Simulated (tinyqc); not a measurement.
Threshold-voltage variability of a planar MOSFET, analytic estimates: two steps of the calculation.

Three independent sources add in quadrature: random dopants in the depleted layer, metal-gate grains of two orientations, and roughness of the two gate edges acting through the roll-off VT = VT(long) - Vr exp(-L/l). These are first-order estimates: no three-dimensional electrostatics, no percolation.

Values chosen for this exercise; material values close to those of silicon: temperature T = 325 K; band gap Eg = 1.11 eV; relative permittivity of the semiconductor eps_r = 11.8; conduction-band density of states at T Nc = 3.11e19 cm^-3; valence-band density of states at T Nv = 2.95e19 cm^-3; channel doping Na = 2e18 cm^-3; oxide-equivalent thickness in inversion ti = 2.2 nm; gate length L = 32 nm; gate width W = 33 nm; number of cells Nb = 33554432; wanted yield Y = 0.99.

Constants: q = 1.602176634e-19 C, kB = 1.380649e-23 J/K, Vt = kB T/q, eps0 = 8.8541878128e-14 F/cm where lengths are in cm. Results are converted to the units shown.

Problem 1. Random dopants. ni = sqrt(Nc Nv) exp(-Eg/(2 Vt)), Eg in volts; Cox = 3.9 eps0/ti; Wd = sqrt(4 eps0 eps_r Vt ln(Na/ni)/(q Na)); dopants: s1 = (q/Cox) sqrt(Na Wd/(3 L W)). The slope A1 = s1 sqrt(L W); mean number of dopants Na L W Wd.

Give: Cox; Wd; mean number of dopants; A1; s1.

Solution 1.

Cox = 1.5696 uF/cm^2
Wd = 24.992 nm
mean number of dopants = 52.782
A1 = 1.3176 mV um
s1 = 40.545 mV

Counting alone, 1/sqrt(N) of the depletion voltage q Na Wd/Cox = 510 mV, would give sqrt(3) times more: dopants deep in the layer act less on the surface.

Problem 2. Margin in standard deviations for the wanted yield. Cells fail independently with probability Q(k) = erfc(k/sqrt(2))/2 when the margin is k standard deviations, and Y = exp(-Nb Q(k)). phi = exp(-k^2/2)/sqrt(2 pi). Newton steps on ln Q(k) = ln(-ln(Y)/Nb): k(new) = k + [ln Q - ln(-ln(Y)/Nb)] Q/phi.

k after iteration 1 = 7.6666592

Find: Q(k); phi; k after iteration 2.

Solution 2.

Q(k) = 8.827e-15
phi = 6.879e-14
k after iteration 2 = 6.328

Computed by the program tinyqc: `OMP_NUM_THREADS=1 python tinyqc.py 2090153 2090154 out.jsonl`, one thread of a shared Intel Xeon 2.30GHz, about 0.01 s for the whole run.
